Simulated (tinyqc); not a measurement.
A chain with uneven site energies and dephasing by Buettiker voltage probes: two steps of the calculation.

Sites 1 to 3 form a chain with hopping -t. Lead L joins site 1 and lead R site 3, both semi-infinite chains with hopping -t and site energy 0. Every site carries a probe with self-energy -i Gamma_p/2 that draws no net current. Linear response at zero temperature: mu_L = 1, mu_R = 0 in units of the bias.

Parameters, values chosen for the exercise: hopping (matrix element -t) t = 2.2 eV; site energies 1 to N U = [-0.95, -0.16, -1.66] eV; Fermi energy E = 3.29 eV; probe broadening Gamma_p gp = 1.7 eV.

Question 1. Green function. Sigma = t^2 g(E), g(x) = (x - i sqrt(4 t^2 - x^2))/(2 t^2) for |x| < 2 t and (x - sign(x) sqrt(x^2 - 4 t^2))/(2 t^2) otherwise; Gamma = -2 Im Sigma; G = (E - H - Sigma_L - Sigma_R + i Gamma_p/2)^(-1).

Find: Sigma; Gamma; G.

Answer 1.

Sigma = 1.645-1.461i eV
Gamma = 2.922 eV

G (1/eV):
```
,1,2,3
1,0.1020-0.2755i,0.0448+0.2178i,-0.0881-0.0834i
2,0.0448+0.2178i,0.1760-0.3040i,0.0164+0.1909i
3,-0.0881-0.0834i,0.0164+0.1909i,0.1362-0.2223i
```

Question 2. Transmissions between terminals. With Gamma the broadening by one lead, T_RL = Gamma^2 |G_(3,1)|^2, T_pL = Gamma Gamma_p |G_(p,1)|^2, T_pR = Gamma Gamma_p |G_(p,3)|^2, T_pq = Gamma_p^2 |G_(p,q)|^2 for p != q.

G (1/eV):
```
,1,2,3
1,0.10202348-0.27552138i,0.04480484+0.21782762i,-0.08812495-0.08338290i
2,0.04480484+0.21782762i,0.17595017-0.30399922i,0.01636452+0.19091769i
3,-0.08812495-0.08338290i,0.01636452+0.19091769i,0.13622606-0.22233340i
```

Gamma = 2.9216263 eV

Find: T_RL; T_pL; T_pR; T_pq.

Answer 2.

T_RL = 0.1256

```
probe,T_pL,T_pR
1,0.4287,0.0731
2,0.2456,0.1824
3,0.0731,0.3377
```

T_pq:
```
,1,2,3
1,0.0000,0.1429,0.0425
2,0.1429,0.0000,0.1061
3,0.0425,0.1061,0.0000
```

Program tinyqc, `OMP_NUM_THREADS=1 python tinyqc.py 2700007 2700008 out.jsonl`; Intel Xeon 2.30GHz, shared host, one thread, about 0.01 s.
